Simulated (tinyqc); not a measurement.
Worked calculation: sheet resistance and Hall data of a diffused or implanted layer. Computed by tinyqc, a small Python program that keeps every step. Command: `OMP_NUM_THREADS=1 python tinyqc.py 3017740 3017741 out.jsonl layer walk`. One thread of a shared host (Intel(R) Xeon(R) Processor @ 2.30GHz), about 0.01 s of CPU time with the checks. Intermediate numbers are printed to about 6 digits and carried at full precision; extremes and crossings named in words are read from the listed rows.

Carriers are taken equal to the net active doping down to the junction (full ionisation, which deep dopants in wide-gap hosts do not reach; no spill-over, no depletion), and the Hall factor is 1.

Inputs (values chosen for the exercise, modelled on nitrogen in 4H-SiC):

| quantity | value | unit |
|---|---|---|
| mu_min | 41.9 | cm^2/(V s) |
| mu_max | 928 | cm^2/(V s) |
| N_ref | 1.9e+17 | 1/cm^3 |
| exponent alpha | 0.6 | - |
| peak concentration N_0 | 1.1e+19 | 1/cm^3 |
| length scale l | 150 | nm |
| background doping N_B (opposite type) | 1.9e+14 | 1/cm^3 |
| probe current I | 1 | mA |
| magnetic field B | 1 | T |

Profile: complementary error function. Activation: complete.

Constants: e = 1.602176634e-19 C.

## Dose and junction depth

N(x) = N_0 erfc(x/l), dose N_0 l/sqrt(pi), junction x_j = l erfc^-1(N_B/N_0).

dose = 9.30913e+13 1/cm^2

junction depth x_j = 455.820 nm

## Profile

Mobility mu = mu_min + (mu_max - mu_min)/(1 + (N_t/N_ref)^alpha), N_t = active doping + N_B; carriers n = active doping - N_B, all dopants active. sigma = e n mu.

Depth, doping, carriers, mobility and conductivity at 2, 10, 20, 35, 50, 65, 80, 90 and 98 % of the layer:

| x (nm) | N (1/cm^3) | n (1/cm^3) | mu (cm^2/(V s)) | sigma (S/cm) |
|---|---|---|---|---|
| 9.116 | 1.02466e+19 | 1.02464e+19 | 116.100 | 1.90595e+02 |
| 45.582 | 7.34114e+18 | 7.34095e+18 | 130.883 | 1.53939e+02 |
| 91.164 | 4.29070e+18 | 4.29051e+18 | 160.197 | 1.10122e+02 |
| 159.537 | 1.45803e+18 | 1.45784e+18 | 243.443 | 5.68614e+01 |
| 227.910 | 3.48192e+17 | 3.48002e+17 | 405.244 | 2.25948e+01 |
| 296.283 | 5.73761e+16 | 5.71861e+16 | 637.205 | 5.83821e+00 |
| 364.656 | 6.44611e+15 | 6.25611e+15 | 823.550 | 8.25477e-01 |
| 410.238 | 1.20824e+15 | 1.01824e+15 | 883.806 | 1.44184e-01 |
| 446.703 | 2.78974e+14 | 8.89744e+13 | 904.491 | 1.28938e-02 |

The mobility varies by a factor 7.8 across these points and the conductivity by 14800.

## Sheet values

Integrals from x_0 (0 unless stated) to x_j by the midpoint rule on 400 even intervals: 1/R_s = e int n mu dx; sheet density n_s = int n dx; Hall sheet density (int n mu dx)^2/int n mu^2 dx; Hall mobility int n mu^2 dx/int n mu dx. Mean conductivity 1/(R_s x_j); mean mobility 1/(e n_s R_s).

sheet resistance R_s = 427.992 ohm

sheet density n_s = 9.30817e+13 1/cm^2

mean mobility = 156.671 cm^2/(V s)

Hall sheet density = 7.93534e+13 1/cm^2

Hall mobility = 183.776 cm^2/(V s)

mean conductivity 1/(R_s x_j) = 51.2591 S/cm

Carriers amount to 100.0 % of the dose. A Hall measurement weights the mobile tail and reports 85.3 % of n_s.

## What the probes read

Collinear four-point probe on a large thin layer: V = I R_s ln(2)/pi. Van der Pauw on a symmetric sample: R = R_s ln(2)/pi as well. Hall voltage V_H = I B/(e x Hall sheet density); tangent of the Hall angle V_H/(I R_s).

four-point voltage = 94.4304 mV

Hall voltage = 7.86546 mV

tangent of the Hall angle = 0.0183776

## Shortcuts against the integral

Shortcuts: R_s = 1/(e Q mu) with the dose Q and the mobility at the (active) peak concentration; 1/(e n_s mu) with mu at N_t = n_s/x_j + N_B; 1/(e Q mu_max).

Sheet resistances:

| method | R_s (ohm) | deviation (%) |
|---|---|---|
| integral | 427.992 | 0.0000 |
| dose, mobility at the peak | 591.995 | 38.3190 |
| n_s, mobility at the mean concentration | 313.757 | -26.6911 |
| dose, mu_max | 72.249 | -83.1191 |

The closest shortcut is «n_s, mobility at the mean concentration» (-26.7 %). The peak mobility is the lowest in the layer, so with full activation it overestimates R_s.

## Stripping the layer step by step

After removing a depth d the integrals start at d. Differences between neighbouring rows give the local conductivity -d(1/R_s)/dx at the middle of the slice (the last slice uses one more step, not listed).

Differential sheet resistance:

| removed d (nm) | R_s (ohm) | slice conductivity (S/cm) | sigma at mid-slice (S/cm) |
|---|---|---|---|
| 0 | 428 | 176.641 | 176.682 |
| 46 | 656 | 131.059 | 130.865 |
| 92 | 1086 | 89.849 | 89.519 |
| 138 | 1969 | 56.294 | 55.927 |
| 184 | 4019 | 31.421 | 31.070 |
| 230 | 9590 | 14.922 | 14.614 |
| 276 | 28067 | 5.688 | 5.468 |
| 322 | 105669 | 1.660 | 1.551 |

R_s doubles after removing between 46.0 and 92.0 nm of a layer 456 nm deep, so half the current flows above that depth. Where sigma exceeds a tenth of its largest listed value, the slice values agree with it within 2 %.

Checks made by the program: conductance integral against adaptive quadrature (relative difference 2e-06).
